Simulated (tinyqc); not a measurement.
Worked calculation: one-electron ion in a basis of Gaussians. One step of it, computed by the program tinyqc.

Question. Matrices over normalised Gaussians. With p = a_i + a_j and I(k) = Gamma((k+1)/2) / (2 p^((k+1)/2)): S = I(2l+2), T = (2l+3) a_i a_j S / p, V = -Z I(2l+1), each divided by sqrt(S_ii S_jj).

exponents of r^l exp(-a r^2) (1/bohr^2): 0.041730  0.132200

Z = 1

l = 0

Give: S; T; V.

Answer.

S:
```
        1       2
1  1.0000  0.7893
2  0.7893  1.0000
```

T (hartree):
```
        1       2
1  0.0626  0.0751
2  0.0751  0.1983
```

V (hartree):
```
         1        2
1  -0.3260  -0.3714
2  -0.3714  -0.5802
```
